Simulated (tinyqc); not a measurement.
## Trap density from one capacitance

Question. Traps spread evenly through the insulator exchange electrons with the semiconductor by tunnelling, with tau(x) = t0 exp(2 ka x) at depth x from the interface. The admittance per area Y seen at depth x obeys dY/dx = -Y^2/(i w eps0 eox) + q Nb ln(1 + i w tau)/tau, with Y(0) = i w Cs and w = 2 pi f; the gate sees Y(tox) = G + i w C. Working variable y = Y/(i w), in uF/cm^2. Cox = eps0 eox/tox. Find Nb and G/w.

Values chosen for this exercise: relative permittivity of the insulator eox = 22.7; insulator thickness tox = 3.7 nm; semiconductor capacitance in accumulation Cs = 0.73 uF/cm^2; decay constant of the wave function in the insulator ka = 3.8 1/nm; time constant of a trap at the interface t0 = 8e-9 s; frequency f = 1e5 Hz.

Constants: q = 1.602176634e-19 C, eps0 = 8.8541878128e-14 F/cm where lengths are in cm. Results are converted to the units shown.

C = 0.83921482 uF/cm^2

Solution. C rises steadily with Nb, so one density matches; in practice ka and t0 must come from the frequency dependence.

Nb = 1.90e19 cm^-3 eV^-1
G/w = 0.0487 uF/cm^2

Computed by the program tinyqc: `OMP_NUM_THREADS=1 python tinyqc.py 2202011 2202012 out.jsonl`, one thread of a shared Intel Xeon 2.30GHz, about 0.4 s for the whole run.
